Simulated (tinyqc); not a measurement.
From results back to parameters: band offset of a heterojunction with an interface dipole (two-band chains, self-consistent charge). Four cases, with inputs chosen for the exercise.

Problem. D0 is the offset of the mid-gaps without dipole, chi the charge moved per eV of offset and u the potential step per electron moved. In linear response the valence offset is S D0 - (G2 - G1)/2 with S = 1/(1 + u chi/2). Two interfaces between the same crystals differ in D0 by a known amount, as from a layer of fixed dipoles; their offsets come from hidden S and D0.

Find: S; D0 of the first; u.

Method. S is the change of the offset over the change of D0; then D0 = (offset + (G2 - G1)/2)/S and u = 2 (1/S - 1)/chi.

Case 1.

Values chosen (out of a larger set: gaps near those of Si and HfO2; the chains and D0 are free models, so the offsets are not those of the real pair; not measured data): G1 = 1.09 eV (gap on the left); G2 = 5.91 eV (gap on the right).

chi = 0.12606 1/eV

valence offsets (eV): first -2.68753, second -2.18293

D0(second) - D0(first) = 0.60 eV

Solution.

S = 0.841
D0 of the first = -0.33 eV
u = 3.0 eV

Case 2.

Values chosen (out of a larger set: gaps near those of Si and Ge; the chains and D0 are free models, so the offsets are not those of the real pair; not measured data): G1 = 1.15 eV (gap on the left); G2 = 0.72 eV (gap on the right).

chi = 0.57462 1/eV

valence offsets (eV): first 0.09396, second 0.31824

D0(second) - D0(first) = 0.63 eV

Solution.

S = 0.356
D0 of the first = -0.34 eV
u = 6.3 eV

Case 3.

Values chosen (out of a larger set: gaps near those of GaAs and AlAs; the chains and D0 are free models, so the offsets are not those of the real pair; not measured data): G1 = 1.4 eV (gap on the left); G2 = 2.31 eV (gap on the right).

chi = 0.28692 1/eV

valence offsets (eV): first -0.54950, second 0.06790

D0(second) - D0(first) = 0.98 eV

Solution.

S = 0.630
D0 of the first = -0.15 eV
u = 4.1 eV

Case 4.

Values chosen (out of a larger set: gaps near those of GaN and AlN; the chains and D0 are free models, so the offsets are not those of the real pair; not measured data): G1 = 3.46 eV (gap on the left); G2 = 5.92 eV (gap on the right).

chi = 0.09155 1/eV

valence offsets (eV): first -1.69057, second -0.86502

D0(second) - D0(first) = 0.95 eV

Solution.

S = 0.869
D0 of the first = -0.53 eV
u = 3.3 eV

Computed by tinyqc, one run a case: `OMP_NUM_THREADS=1 python tinyqc.py N N+1 out.jsonl` with N = 1450985, 1451017, 1451204, 1451205; one thread of a shared Intel(R) Xeon(R) Processor @ 2.30GHz, about 0.5 s a run at most.
